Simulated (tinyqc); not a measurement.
Worked calculation: shallow acceptor in the spherical model (Baldereschi-Lipari), strong spin-orbit limit. Computed by tinyqc, a small Python program that keeps every step. Command: `OMP_NUM_THREADS=1 python tinyqc.py 3031660 3031661 out.jsonl acceptor walk`. One thread of a shared host (Intel(R) Xeon(R) Processor @ 2.30GHz), about 0.01 s of CPU time with the checks. Intermediate numbers are printed to about 7 digits and carried at full precision; extremes and crossings named in words are read from the listed rows.

The 1S(3/2) state has an s envelope f(r) and a d envelope g(r). In effective units they obey -(f'' + 2f'/r + 2f/r) + mu (g'' + 5g'/r + 3g/r^2) = E f and -(g'' + 2g'/r - 6g/r^2 + 2g/r) + mu (f'' - f'/r) = E g. The cubic term, the split-off band and the central cell are left out.

Inputs (values chosen for the exercise, modelled on InAs):

| quantity | value | unit |
|---|---|---|
| Luttinger gamma_1 | 19.9 | - |
| Luttinger gamma_2 | 8.8 | - |
| Luttinger gamma_3 | 9.38 | - |
| dielectric constant eps | 14.4 | - |
| functions per channel n | 3 | - |
| smallest exponent zeta_1 | 0.96 | 1/a* |
| ratio beta of exponents | 2.2 | - |

Constants: Ry = 13.605693123 eV; a_0 = 0.529177210903 angstrom.

## Effective units and couplings

Ry* = Ry/(gamma_1 eps^2), a* = a_0 eps gamma_1, mu = (6 gamma_3 + 4 gamma_2)/(5 gamma_1), delta = (gamma_3 - gamma_2)/gamma_1; spherical masses 1/(gamma_1 (1 - mu)) (heavy) and 1/(gamma_1 (1 + mu)) (light).

Ry* = 3.297180 meV

a* = 151.6410 angstrom

mu = 0.9193970

delta = 0.02914573

heavy-hole mass = 0.6234414 m_0

light-hole mass = 0.02618075 m_0

## Matrices in a small basis

zeta_i = zeta_1 beta^(i-1), i = 1..n, in both channels. Basis: f_i = exp(-zeta_i r), g_i = r exp(-zeta_i r), weight r^2 dr, s = zeta_i + zeta_j. S_ff = 2/s^3, H_ff = zeta_i zeta_j S_ff - 2/s^2; S_gg = 24/s^5, H_gg = 8/s^3 + 24 zeta_i zeta_j/s^5 - 12/s^4; H(f_i, g_j) = mu (6 zeta_i^2/s^4 + 2 zeta_i/s^3); S_fg = 0. Each function is normalised by sqrt(S_ii).

H (Ry*):
```
            f1          f2          f3        g1        g2        g3
f1     -0.9984  -0.8320975  -0.4900603  1.222996  1.661206  1.532813
f2  -0.8320975    0.236544    2.433640  2.625777  5.919299  8.040235
f3  -0.4900603    2.433640    12.29623  3.530325  12.70876  28.64941
g1    1.222996    2.625777    3.530325    1.1904  2.490174  2.945941
g2    1.661206    5.919299    12.70876  2.490174  8.295936  14.82865
g3    1.532813    8.040235    28.64941  2.945941  14.82865  45.72801
```

S:
```
          f1        f2        f3        g1        g2        g3
f1  1.000000  0.796662  0.427681  0.000000  0.000000  0.000000
f2  0.796662  1.000000  0.796662  0.000000  0.000000  0.000000
f3  0.427681  0.796662  1.000000  0.000000  0.000000  0.000000
g1  0.000000  0.000000  0.000000  1.000000  0.684631  0.242772
g2  0.000000  0.000000  0.000000  0.684631  1.000000  0.684631
g3  0.000000  0.000000  0.000000  0.242772  0.684631  1.000000
```

## Lowest level in the small basis

H c = E S c with c^T S c = 1 and the largest component positive; the d weight is the part of the norm in g.

E = -5.119072 Ry*

coefficients: f1 0.256270, f2 -0.616099, f3 1.134047, g1 0.113126, g2 -0.239312, g3 -0.472308

d weight = 0.3848965

## Converged levels

Large basis: zeta_i = 0.08 x 1.55^(i-1), i = 1..20 in each channel; overlap eigenvalues below 1e-11 are dropped. Binding energies are -E Ry*; the mass that fits is E(1S) eps^2/Ry.

1S(3/2) binding in Ry* = 5.822094

1S(3/2) binding energy = 19.19649 meV

2S(3/2) binding energy = 5.896504 meV

d weight of 1S(3/2) = 0.4076420

Hydrogenic mass that fits = 0.2925675 m_0

The small basis recovers 87.9 % of the binding. The ratio 2S/1S is 0.307 against the hydrogenic 0.25. The fitted mass is 47 % of the heavy-hole mass.

## One mass for the acceptor?

Hydrogenic binding Ry m/eps^2; the density-of-states mass is (m_H^(3/2) + m_L^(3/2))^(2/3); errors are against the large basis.

1S binding energy:

| mass | value (m_0) | binding (meV) | error (%) |
|---|---|---|---|
| light hole | 0.0261808 | 1.71782 | -91.0514 |
| 1/gamma_1 | 0.0502513 | 3.29718 | -82.8240 |
| mean of heavy and light | 0.3248111 | 21.31211 | 11.0209 |
| heavy hole | 0.6234414 | 40.90641 | 113.0932 |
| density of states | 0.6270130 | 41.14075 | 114.3139 |

The coupled result, 19.20 meV, lies between the 1/gamma_1 value (no coupling) and the heavy-hole value; the closest single rule here is "mean of heavy and light", off by +11.0 %.

## Binding against mu

The formulas are those given above.

1S(3/2):

| mu | binding (Ry*) | d weight | binding x (1 - mu) |
|---|---|---|---|
| 0.10 | 1.009075 | 0.0042365 | 0.9081674 |
| 0.28 | 1.076366 | 0.0335554 | 0.7749835 |
| 0.50 | 1.298539 | 0.1097889 | 0.6492697 |
| 0.55 | 1.388113 | 0.1338974 | 0.6246510 |
| 0.80 | 2.580198 | 0.2982800 | 0.5160396 |
| 0.90 | 4.768333 | 0.3881797 | 0.4768333 |
| 0.92 | 5.863036 | 0.4082593 | 0.4690429 |
| 0.95 | 9.144654 | 0.4400163 | 0.4572327 |

The binding grows from 1.009 to 9.14 Ry*, slowly at first (second order in mu), while the d weight rises to 0.44. The last column, the binding in units of the heavy-hole Rydberg, falls to 0.457, towards about 0.44 as mu tends to 1.

Checks made by the program: mu = 0 against hydrogen, 1 and 1/4 (relative difference 4e-06); the coupling element from the adjoint operator (relative difference below 1e-10).
